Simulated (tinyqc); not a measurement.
Channel resistance from two points of the on-state curve.

Inverse problem. In the p-i-n model Von = V1 + 2 Vt ln(J/(1 A/cm^2)) + J Rch, with V1 independent of J. Find Rch and V1.

Parameters, values chosen for the exercise:
```
symbol  value  unit      meaning
T         300     K  temperature
```

Constants: q = 1.602176634e-19 C, kB = 1.380649e-23 J/K, Vt = kB T/q. Results are converted to the units shown.

Von at J = 100 and 300 A/cm^2 (V): [1.0140099, 1.2688125]

Solution. Remove the logarithmic junction term; the rest is linear in J.

Rch = 0.9900 mohm cm^2
V1 = 0.6769 V

Computed by the program tinyqc: `OMP_NUM_THREADS=1 python tinyqc.py 2590113 2590114 out.jsonl`, one thread of a shared Intel Xeon 2.30GHz, about 0.01 s for the whole run.
